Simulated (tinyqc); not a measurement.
# MOSFET in saturation, small-signal circuit and noise: gains against frequency

Bias by the inversion coefficient IC = I/Ispec (charge-based model with velocity saturation; weak inversion below 0.1, strong above 10). Common-source circuit: gm, gds, Cgs, Cgd and Cj at the inner nodes, Rg in series with the gate; quasi-static, no source or drain resistance, no gate-body capacitance, no substrate network, no induced gate noise, so fmax is an upper estimate.

Ispec = 2 n mu Cox (W/L) Vt^2, lc = Ls/L, gms = [sqrt((lc IC + 1)^2 + 4 IC) - 1]/[2 + lc (lc IC + 1)], gm = gms Ispec/(n Vt), gds = sg gm. qs = [sqrt(1 + 4 IC) - 1]/2, Cgs = Cox W L qs (2 qs + 3)/(3 (qs + 1)^2) + Cov W, Cgd = Cov W, Cd = Cj W, Rg = Rsh (Wf/L)/(12 Nf) + Rc/W with Nf = W/Wf fingers (not rounded) contacted at both ends. fT = gm/(2 pi (Cgs + Cgd)), fmax = fT/(2 sqrt(Rg (gds + 2 pi fT Cgd))). Inner admittances at w = 2 pi f: y11 = i w (Cgs + Cgd), y12 = -i w Cgd, y21 = gm - i w Cgd, y22 = gds + i w (Cgd + Cd). Invert to Z, add Rg to Z11 and invert back to Y. |h21| = |Y21/Y11|; U = |Y21 - Y12|^2/(4 [Re Y11 Re Y22 - Re Y12 Re Y21]). MSG = |Y21/Y12|; stability factor k = [2 Re Y11 Re Y22 - Re(Y12 Y21)]/|Y12 Y21|.

Inputs (values chosen for the exercise): temperature T = 350 K; gate length L = 65 nm; total gate width W = 40 um; gate capacitance Cox = 1.04 uF/cm^2; mobility mu = 130 cm^2/(V s); slope factor n = 1.31; velocity-saturation length Ls = 20 nm; ratio gds/gm sg = 0.032; overlap and fringe capacitance per side Cov = 0.4 fF/um; drain junction capacitance Cj = 0.73 fF/um; sheet resistance of the gate Rsh = 5 ohm; finger width Wf = 2 um; gate contact and vertical resistance Rc = 50 ohm um; inversion coefficient IC = 9.6.

Constants: q = 1.602176634e-19 C, kB = 1.380649e-23 J/K, Vt = kB T/q. Results are converted to the units shown.

The same in every row: f sqrt(U) (GHz) = 201.1.

Gains against frequency:
```
f (GHz)	|h21| (dB)	U (dB)	MSG (dB)	k
0.34	39.91	55.44	24.62	0.003864
0.63	34.55	50.08	21.94	0.007159
1.2	28.96	44.49	19.15	0.01364
2.2	23.69	39.22	16.51	0.02499
4.1	18.29	33.81	13.81	0.04655
7.7	12.84	28.34	11.09	0.08723
14	7.703	23.15	8.519	0.1575
27	2.226	17.44	5.781	0.2959
```

Over the table |h21| falls by 19.8 dB a decade, U by 20.0 and MSG by 9.92. The product f sqrt(U) stays at 201 GHz, against fmax = 201 GHz from the formula. k stays below one in all rows, so the device is only conditionally stable. In every row fmax exceeds 4 fT, where channel resistance and substrate losses, left out here, would cap it.

Program tinyqc, `OMP_NUM_THREADS=1 python tinyqc.py 2150103 2150104 out.jsonl`; Intel Xeon 2.30GHz, shared host, one thread, about 0.01 s.
